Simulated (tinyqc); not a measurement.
Worked calculation: localisation in a chain with random site energies (transfer matrices). Values are carried at full precision from step to step, so a last printed digit may differ when a step is redone from the rounded ones.

Hopping -t; leads with site energy 0, E = -2t cos(ka). psi_(j+1) = ((e_j - E)/t) psi_j - psi_(j-1), a product of matrices M_j = [[(e_j - E)/t, -1], [1, 0]]. For M = M_N ... M_1 the transmission is T = 4 sin^2(ka)/|M21 - M12 + M22 exp(ika) - M11 exp(-ika)|^2. Long samples draw e_j = W (x_j/2147483647 - 1/2) from x_j = 16807 x_(j-1) mod 2147483647, starting at x0. The localisation length xi, in sites, is defined by ln T = -2N/xi on average; weak disorder gives xi = 24 (4t^2 - E^2)/W^2, and the mean free path for backscattering is xi/2.

Values chosen for the exercise:
```
symbol  value                                                              unit      meaning
t       1.17                                                               eV        hopping
E       -1.59                                                              eV        energy
e       (-0.37, 0.14, 0.02, 0.01, -0.24, -0.19, 0.24, -0.23, -0.18, 0.38)  eV        site energies of the short sample
W       0.8                                                                eV        full width of the disorder
a       4.3                                                                angstrom  spacing
```

## The product of transfer matrices

Multiply site by site and give T for each length.

Running product:
```
j   (e_j - E)/t      M11      M12      M21      M22       T
1        1.0427   1.0427  -1.0000   1.0000   0.0000  0.9556
2        1.4786   0.5418  -1.4786   1.0427  -1.0000  0.9424
3        1.3761  -0.2972  -1.0347   0.5418  -1.4786  0.9378
4        1.3675  -0.9482   0.0637  -0.2972  -1.0347  0.9392
5        1.1538  -0.7969   1.1082  -0.9482   0.0637  0.8771
6        1.1966  -0.0054   1.2623  -0.7969   1.1082  0.9157
7        1.5641   0.7885   0.8663  -0.0054   1.2623  0.8391
8        1.1624   0.9219  -0.2554   0.7885   0.8663  0.7877
9        1.2051   0.3225  -1.1740   0.9219  -0.2554  0.7416
10       1.6838  -0.3788  -1.7214   0.3225  -1.1740  0.6050
```

T is 0.6050 for the whole sample and does not fall steadily (it rises at j = 4 and 6): reflected waves interfere. The determinant of M stays 1.

## The same sites added without interference

One site alone reflects R_j = e_j^2/(e_j^2 + 4t^2 - E^2); incoherent addition sums R/(1 - R), and T = 1/(1 + sum).

R_j: 0.0444  0.0066  0.0001  0.0000  0.0192  0.0121  0.0192  0.0176  0.0109  0.0467

sum of R/(1 - R) = 0.1825
T without interference = 0.8456

The coherent product gives 0.6050 for this sample.

## Weak-disorder lengths

Form ka, xi, xi a and the mean free path xi a/2.

ka = 0.8237 rad
xi = 110.53 sites

lengths (nm): localisation 47.528, mean free path 23.764

The formula needs xi well above one site.

## Checks

- T from the product against the Green function: both 0.60500.

Computed by tinyqc, a small Python program: `OMP_NUM_THREADS=1 python tinyqc.py 1451037 1451038 out.jsonl` (the numbers bound the seed that draws the inputs); one thread of a shared host (Intel(R) Xeon(R) Processor @ 2.30GHz), about 0.04 s for the whole set of steps.
